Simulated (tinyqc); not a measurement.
From a target to a composition: alloy A(1-x)B(x) by interpolation with bowing. Three cases, with inputs chosen for the exercise.

Problem. An alloy A(1-x)B(x) has the gap E(x) = (1 - x) E_A + x E_B - C1 x (1 - x) at Gamma, C1 the first entry of C. Which x puts hc/E at the given wavelength, and what is the mismatch (a_sub - a(x))/a(x) to a substrate of A, with Vegard for a(x)?

Constants: hc = 1239.841984 eV nm.

Case 1.

Values chosen (out of a larger set: A near Ge, B near Si; not measured data): a = (5.661, 5.424) angstrom (lattice constant of A, B); Eg = (0.905, 4.174) eV (gap at Gamma to the s-like level of A, B); C = (0.173, 0.227, 0) eV (bowing of the Gamma, X and L gaps).

wavelength = 438.901 nm

Case 2.

Values chosen (out of a larger set: A near GaP, B near InP; not measured data): a = (5.452, 5.867) angstrom (lattice constant of A, B); Eg = (2.896, 1.417) eV (gap at Gamma to the s-like level of A, B); C = (0.706, 0.294, 0.934) eV (bowing of the Gamma, X and L gaps).

wavelength = 759.643 nm

Case 3.

Values chosen (out of a larger set: A near Ge, B near Si; not measured data): a = (5.664, 5.435) angstrom (lattice constant of A, B); Eg = (0.909, 4.194) eV (gap at Gamma to the s-like level of A, B); C = (0.28, 0.233, 0) eV (bowing of the Gamma, X and L gaps).

wavelength = 425.583 nm

Find: target gap; x; mismatch.

Solution. Solve C1 x^2 + (E_B - E_A - C1) x + E_A - hc/wavelength = 0; the gap is monotonic in x because |E_B - E_A| > C1, so one root lies between 0 and 1. Whether Gamma is the lowest valley there, and whether such a mismatch can be grown coherently, are separate questions.

Case 1.

target gap = 2.8249 eV
x = 0.600
mismatch = 2.577 %

Case 2.

target gap = 1.6321 eV
x = 0.770
mismatch = -5.537 %

Case 3.

target gap = 2.9133 eV
x = 0.630
mismatch = 2.614 %

Computed by tinyqc, one run a case: `OMP_NUM_THREADS=1 python tinyqc.py N N+1 out.jsonl` with N = 1050016, 1050024, 1050065; one thread of a shared Intel(R) Xeon(R) Processor @ 2.30GHz, about 0.01 s a run at most.
